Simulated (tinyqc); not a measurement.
# Metal-interlayer-semiconductor contact, depinning against tunnelling resistance: effects of single changes

Zero bias, n-type semiconductor. Gap states at the semiconductor surface thin out as exp(-be ti), which unpins the barrier; electrons must then cross the interlayer (a rectangular barrier, no voltage drop across it) and the parabolic depleted layer, both by WKB. Energies E are counted from the Fermi level; no image force, parabolic bands.

Values chosen for this exercise; semiconductor values close to those of gallium arsenide; interlayer mass of the order of that in lanthanum oxide, offset chosen freely:
- T = 400 K (temperature)
- Eg = 1.36 eV (band gap)
- eps_r = 13 (relative permittivity)
- chi = 3.92 eV (electron affinity)
- Nc = 6.77e17 cm^-3 (conduction-band density of states at T)
- mt = 0.0647 m0 (tunnelling mass in the semiconductor)
- mA = 0.0664 m0 (Richardson mass)
- Nd = 9e18 cm^-3 (donor density)
- E0 = 0.52 eV (charge-neutrality level above the valence band)
- S0 = 0.1 (pinning factor without interlayer)
- phiM = 4.2 eV (metal work function)
- ti = 1.3 nm (interlayer thickness)
- dE = 2.1 eV (conduction-band offset of the interlayer above the semiconductor)
- mi = 0.3 m0 (tunnelling mass in the interlayer)
- be = 1.9 1/nm (decay constant of gap states through the interlayer)

Constants: q = 1.602176634e-19 C, kB = 1.380649e-23 J/K, eps0 = 8.8541878128e-12 F/m, hbar = 1.054571817e-34 J s, h = 6.62607015e-34 J s, m0 = 9.1093837015e-31 kg, Vt = kB T/q, hbar^2/(2 m0) = 0.0380998212 eV nm^2. Results are converted to the units shown.

Each table varies one quantity; the others keep the values above.

## Contact resistivity against the interlayer thickness

S = 1/(1 + (1/S0 - 1) exp(-be ti)); phiB = S (phiM - chi) + (1 - S)(Eg - E0); xi = Ec - EF deep inside, from Nd = Nc F(-xi/Vt), F(x) = (2/sqrt(pi)) int_0^infinity sqrt(u) du/(1 + exp(u - x)); band bending U = phiB - xi; E00 = (hbar/2) sqrt(Nd/(eps0 eps_r mt m0)) in volts; A = 4 pi q mA m0 kB^2/h^3. With U = phiB - xi: for xi < E < phiB, y = (E - xi)/U and G1 = (U/E00) [sqrt(1 - y) - y ln((1 + sqrt(1 - y))/sqrt(y))], G1 = 0 above phiB; G2 = 2 ti sqrt(mi max(phiB + dE - E, 0)/C), C = hbar^2/(2 m0); f = 1/(1 + exp(E/Vt)); 1/rho_c = (A T^2/Vt^2) times the integral of exp(-G1 - G2) f over E from xi upwards. Shares under 0.001 % are printed as 0; rows without band bending are left out.

The same in every row: E00/Vt = 1.76.

Results:
```
ti (nm),S,phiB (eV),rho_c (ohm cm^2),rho_c with G2 = 0 (ohm cm^2),peak of the integrand (eV),share above phiB (%)
0,0.100,0.784,1.04e-4,1.04e-4,0.0349,0
0.4,0.192,0.732,0.00214,5.12e-5,0.0357,0
0.6,0.258,0.696,0.00808,3.09e-5,0.0355,0
0.8,0.337,0.651,0.0268,1.69e-5,0.0349,0
1,0.426,0.601,0.0795,8.62e-6,0.0338,0.00246
1.2,0.521,0.548,0.221,4.26e-6,0.0324,0.00632
1.4,0.614,0.496,0.604,2.15e-6,0.0308,0.0156
1.6,0.699,0.449,1.73,1.16e-6,0.0292,0.0357
```

Estimate the missing row, ti = 0.2 nm.

Computed row:
```
ti (nm),S,phiB (eV),rho_c (ohm cm^2),rho_c with G2 = 0 (ohm cm^2),peak of the integrand (eV),share above phiB (%)
0.2,0.140,0.762,5.00e-4,7.65e-5,0.0355,0
```

With this row back in the table: As ti goes from 0 to 1.6, phiB falls from 0.784 to 0.449 eV and rho_c rises from 1.04e-4 to 1.73 ohm cm^2. No thickness listed beats the bare contact: tunnelling through the layer costs more than the change of the barrier gains. The ratio of rho_c to its value with G2 = 0 runs from 1.00 to 1.49e6.

## Contact resistivity against the conduction-band offset of the interlayer above the semiconductor

Same model as above.

The same in every row: S = 0.568; phiB (eV) = 0.522; E00/Vt = 1.76; rho_c with G2 = 0 (ohm cm^2) = 3.01e-6.

Result of one run:
```
dE (eV),rho_c (ohm cm^2),peak of the integrand (eV),share above phiB (%)
1,0.0209,0.0351,0.0159
```

What becomes of these results when the conduction-band offset of the interlayer above the semiconductor dE is changed from 1 to 3 eV, all else the same?

Result of the changed run:
```
dE (eV),rho_c (ohm cm^2),peak of the integrand (eV),share above phiB (%)
3,2.43,0.0301,0.00834
```

The whole series:
```
dE (eV),rho_c (ohm cm^2),peak of the integrand (eV),share above phiB (%)
0,4.07e-4,0.0473,0.399
0.5,0.00391,0.0385,0.0271
1,0.0209,0.0351,0.0159
1.5,0.0847,0.0331,0.0122
2,0.289,0.0318,0.0103
2.5,0.877,0.0308,0.00913
3,2.43,0.0301,0.00834
```

As dE goes from 0 to 3, phiB stays at 0.522 eV and rho_c rises from 4.07e-4 to 2.43 ohm cm^2. The ratio of rho_c to its value with G2 = 0 runs from 135 to 8.06e5.

Numbers from tinyqc (`OMP_NUM_THREADS=1 python tinyqc.py 2270009 2270010 out.jsonl`; about 0.03 s on one thread of a shared Intel Xeon 2.30GHz).
